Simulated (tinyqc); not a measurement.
Two-dimensional electron gas with Rashba and Dresselhaus coupling: one step. Scales. Three cases, with inputs chosen for the exercise.

Problem. b1; mean Fermi wave vector k0 = sqrt(2 pi n) (1e11/cm^2 = 1e-5/angstrom^2); E0 = c k0^2/m; b3 = gam k0^2/4; kR = al m/(2c) and ER = al kR/2, the shift and depth of a pure Rashba band.

H = c k^2/m + al (ky sx - kx sy) + b1 (kx sx - ky sy) + gam kx ky (kx sy - ky sx), s the Pauli matrices, x = [100], c = hbar^2/2m0, b1 = gam (pi/L)^2 (hard walls). H = c k^2/m + B.s, so E = c k^2/m -/+ |B| and the lower state has its spin along -B.

Constants: hbar^2/2m0 = 3.80998211 eV angstrom^2.

Case 1.

Values chosen (of the size met in InSb; the results hold for these values, not for the real material): m = 0.0151 m0 (mass); al = 0.37 eV angstrom (Rashba constant); gam = 281.7 eV angstrom^3 (bulk Dresselhaus constant); L = 179 angstrom (width of the (001) well); n = 4.6 1e11/cm^2 (sheet density (one subband filled)).

Case 2.

Values chosen (of the size met in GaAs; the results hold for these values, not for the real material): m = 0.067 m0 (mass); al = 0.012 eV angstrom (Rashba constant); gam = 0 eV angstrom^3 (bulk Dresselhaus constant); L = 201 angstrom (width of the (001) well); n = 6.9 1e11/cm^2 (sheet density (one subband filled)).

Case 3.

Values chosen (of the size met in InGaAs; the results hold for these values, not for the real material): m = 0.0385 m0 (mass); al = 0.35 eV angstrom (Rashba constant); gam = 0 eV angstrom^3 (bulk Dresselhaus constant); L = 216 angstrom (width of the (001) well); n = 2.1 1e11/cm^2 (sheet density (one subband filled)).

Give: b1; k0; E0; b3; kR; ER.

Solution.

Case 1.

b1 = 0.08677 eV angstrom
k0 = 0.01700 1/angstrom
E0 = 72.926 meV
b3 = 0.02035 eV angstrom
kR = 0.0007332 1/angstrom
ER = 0.1356 meV

The ratio al/(b1 - b3) is 5.57; kR is 4.3 % of k0.

Case 2.

b1 = 0 eV angstrom
k0 = 0.02082 1/angstrom
E0 = 24.653 meV
b3 = 0 eV angstrom
kR = 0.0001055 1/angstrom
ER = 0.0006331 meV

There is no Dresselhaus term; kR is 0.5 % of k0.

Case 3.

b1 = 0 eV angstrom
k0 = 0.01149 1/angstrom
E0 = 13.058 meV
b3 = 0 eV angstrom
kR = 0.001768 1/angstrom
ER = 0.3095 meV

There is no Dresselhaus term; kR is 15.4 % of k0.

Computed by tinyqc, one run a case: `OMP_NUM_THREADS=1 python tinyqc.py N N+1 out.jsonl` with N = 1482590, 1482860, 1482891; one thread of a shared Intel(R) Xeon(R) Processor @ 2.30GHz, about 0.01 s a run at most.
